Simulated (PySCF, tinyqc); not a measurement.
Ways to converge the cycle: SCF convergence aids in the sto-3g basis, for H6, spin multiplicity 1. Computed by the program tinyqc with PySCF. 

Geometry (angstrom):
```
atom       x       y       z
H     0.0000  0.0000  0.0000
H     0.0000  0.0000  1.1980
H     0.0000  0.0000  2.7580
H     0.0000  0.0000  3.9550
H     0.0000  0.0000  5.5150
H     0.0000  0.0000  6.7130
```

lowest restricted solution found by these runs and by PySCF = -3.013570 hartree

RHF with one setting changed at a time; a run stops when the energy changes by less than 1e-09 hartree and the error matrix is below 1e-5. The start is the Wolfsberg-Helmholz matrix. Damping d keeps d of the old density; a shift (hartree) raises the virtual levels; DIIS n extrapolates F over n matrices.

Largest element of the error matrix X^T (FDS - SDF) X:
```
iteration    plain  damping 0.3  damping 0.6  shift 0.4   DIIS 3   DIIS 8
1          1.7e-01      1.7e-01      1.7e-01    1.7e-01  1.7e-01  1.7e-01
2          2.0e-02      4.0e-02      9.8e-02    5.3e-02  2.0e-02  2.0e-02
3          6.1e-03      1.5e-02      5.5e-02    1.8e-02  6.9e-03  6.9e-03
4          2.0e-03      8.3e-03      3.1e-02    1.0e-02  1.2e-04  1.2e-04
5          6.2e-04      4.4e-03      1.7e-02    5.8e-03  7.1e-06  4.6e-06
6          2.0e-04      2.3e-03      1.1e-02    3.3e-03  6.9e-07  2.0e-07
8          2.0e-05      6.3e-04      6.1e-03    1.0e-03        -        -
10         2.0e-06      1.7e-04      3.3e-03    3.2e-04        -        -
14               -      1.3e-05      9.3e-04    3.1e-05        -        -
20               -            -      1.4e-04          -        -        -
30               -            -      5.7e-06          -        -        -
```

How each run ends:
```
run          iterations  E (hartree)         state
plain                10     -3.01357  lowest found
damping 0.3          18     -3.01357  lowest found
damping 0.6          36     -3.01357  lowest found
shift 0.4            17     -3.01357  lowest found
DIIS 3                6     -3.01357  lowest found
DIIS 8                6     -3.01357  lowest found
```

6 of 6 runs reach the lowest restricted solution found, in 6 to 36 iterations (fastest: DIIS 3, DIIS 8). Plain steps already contract here, so damping only slows them. DIIS 3 and DIIS 8 gain by cancelling the error over several earlier matrices, much as a quasi-Newton step does. The restricted reference is unstable here: a spin-polarised solution lies 0.0111 hartree lower (PySCF), so results built on it describe a poor reference.
